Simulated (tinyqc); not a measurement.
# Surface potential of a MOS transistor: implicit equation and explicit approximations: effects of single changes

p-type body, charge-sheet picture, depletion and inversion only, full ionisation (an idealisation for deep acceptors), Boltzmann statistics (rough once Na exp(x - xn) passes about Nc/7). In units of Vt: xg = (Vg - Vfb)/Vt, x = psi/Vt, G = gamma/sqrt(Vt), xn = (2 phiF + Vc)/Vt. The implicit equation is (xg - x)^2 = G^2 [x - 1 + exp(x - xn)] for x above about 3. Cox = eps0 eox/tox.

Values chosen for this exercise; band and dielectric values close to those of silicon:
```
symbol    value   unit                                                                 meaning
T           300      K                                                             temperature
Eg         1.11     eV                                                                band gap
eps_r      11.6                                                          relative permittivity
Nc      2.79e19  cm^-3                                  conduction-band density of states at T
Nv       2.6e19  cm^-3                                     valence-band density of states at T
eox         3.9         relative permittivity of the gate insulator (close to silicon dioxide)
tox         7.5     nm                                                     insulator thickness
Na         3e16  cm^-3                                                        acceptor density
Vfb       -0.55      V                                                       flat-band voltage
Vc          0.5      V                                                    channel-body voltage
Vg         1.78      V                                                       gate-body voltage
```

Constants: q = 1.602176634e-19 C, kB = 1.380649e-23 J/K, Vt = kB T/q, eps0 = 8.8541878128e-14 F/cm where lengths are in cm. Results are converted to the units shown.

Each table varies one quantity; the others keep the values above.

## Accuracy of the approximations against gate voltage

ni = sqrt(Nc Nv) exp(-Eg/(2 Vt)), Eg in volts; phiF = Vt ln(Na/ni); gamma = sqrt(2 q eps0 eps_r Na)/Cox; VT = Vfb + Vt (xn + G sqrt(xn - 1)). Depletion value a = 1 + [sqrt(G^2/4 + xg - 1) - G/2]^2; inversion value b = xn + ln[(xg - xn)^2/G^2 - xn + 1] and first guess y = min(a, b) - ln(1 + exp(-|a - b|)) if a > xn + 1, else b = y = a; one second-order correction with D = exp(y - xn), p = 2 (xg - y) + G^2 (1 + D), w = (xg - y)^2 - G^2 (y - 1 + D): z = y + 2 w/(p + sqrt(p^2 - 2 (2 - G^2 D) w)), or the Newton step z = y + w/p where the root is not real. N_inv = (Cox Vt G/q) [sqrt(x - 1 + exp(x - xn)) - sqrt(x - 1)] at the root. Lambert form (Cox m Vt/q) W0[(G/(2 m sqrt(xn - 1))) exp((Vg - VT)/(m Vt))], m = 1 + G/(2 sqrt(xn - 1)). Errors under 1e-4 mV, and the linear form below VT, are printed as 0.

Accuracy of the approximations against gate voltage:
```
Vg (V)  psi (V)     x - xn  error of y (mV)  error of z (mV)  N_inv (cm^-2)  Cox (Vg - VT)/q (cm^-2)  Lambert form (cm^-2)
0.55    0.89841    -13.926                0                0         7685.4                        0                5814.4
0.75     1.0786    -6.9569          2.34e-3                0       7.4384e6                        0              6.7095e6
0.95     1.2580  -0.016774             2.24         -2.38e-4       7.0656e9                 5.6983e9              7.0978e9
1.15     1.3574     3.8283             21.3             5.87      2.6892e11                5.8044e11             2.8177e11
1.35     1.3901     5.0946             15.2            -1.68      7.4084e11                1.1552e12             7.7413e11
1.55     1.4093     5.8368             11.8           -0.620      1.2554e12                1.7299e12             1.3062e12
1.75     1.4231     6.3708             9.78           -0.322      1.7868e12                2.3047e12             1.8525e12
1.95     1.4340     6.7905             8.44           -0.195      2.3275e12                2.8794e12             2.4059e12
2.15     1.4429     7.1369             7.46           -0.130      2.8742e12                3.4541e12             2.9637e12
```

Read the table: what changes, and by how much?

psi rises from 0.898 to 1.44 V and ends 7.1 Vt above 2 phiF + Vc. Among the rows the first guess is off by at most 21 mV (at Vg = 1.15 V) and the corrected value by at most 5.9 mV. In the last row the linear form is 20 % above N_inv and the Lambert form 3.1 % above it; in the first row the Lambert form is 24 % below it. For Vg = 1.35, 1.55, 1.75, 1.95, 2.15 the electron quasi-Fermi level lies less than 2 Vt below the band edge at the surface, or above it, where degeneracy and confinement, left out, matter.

## Effect of the channel-body voltage at fixed gate voltage

Same model as above.

Effect of the channel-body voltage at fixed gate voltage:
```
Vc (V)  psi (V)  x - xn  error of y (mV)  error of z (mV)  N_inv (cm^-2)  Cox (Vg - VT)/q (cm^-2)  Lambert form (cm^-2)
0        0.9483   7.346             6.89           -0.100       3.375e12                 3.985e12              3.490e12
0.2       1.140   7.032             7.71           -0.145       2.764e12                 3.343e12              2.860e12
0.4       1.331   6.658             8.83           -0.227       2.164e12                 2.707e12              2.241e12
0.6       1.519   6.193             10.4           -0.403       1.574e12                 2.076e12              1.633e12
0.8       1.702   5.569             13.1           -0.916       1.001e12                 1.450e12              1.039e12
1         1.877   4.592             18.6            -4.69       4.576e11                 8.262e11              4.759e11
1.2       2.011   2.038             6.45          -0.0281       4.261e10                 2.057e11              4.363e10
1.4       2.025  -5.166           0.0105                0        3.235e7                        0               3.114e7
```

What does the table show?

As Vc goes from 0 to 1.4, psi rises from 0.948 to 2.02 V, x - xn falls from 7.35 to -5.17 and N_inv falls from 3.37e12 to 3.23e7 cm^-2. The Lambert form lies between 0.963 and 1.04 times N_inv. psi follows Vc only while the surface is inverted; once x falls below xn it settles at the depletion value. For Vc = 0, 0.2, 0.4, 0.6, 0.8 the electron quasi-Fermi level lies less than 2 Vt below the band edge at the surface, or above it, where degeneracy and confinement, left out, matter.

Program tinyqc, `OMP_NUM_THREADS=1 python tinyqc.py 2122045 2122046 out.jsonl`; Intel Xeon 2.30GHz, shared host, one thread, about 0.01 s.
